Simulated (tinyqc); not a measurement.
MP2 on RHF in the sto-3g basis, for H3+, spin multiplicity 1, step by step. One step of it, computed by the program tinyqc.

Task: Orthogonalisation. S = U s U^T; symmetric (Loewdin) form X = U s^(-1/2) U^T, so that X^T S X = 1.

overlap S, lower triangle:
```
          1H 1s     2H 1s     3H 1s
1H 1s  1.000000
2H 1s  0.478408  1.000000
3H 1s  0.478200  0.478488  1.000000
```

Give: eigenvalues of S; X.

Result:

eigenvalues of S: 0.521  0.522  1.957

X, lower triangle:
```
        1H 1s   2H 1s  3H 1s
1H 1s   1.161
2H 1s  -0.223   1.161
3H 1s  -0.223  -0.223  1.161
```
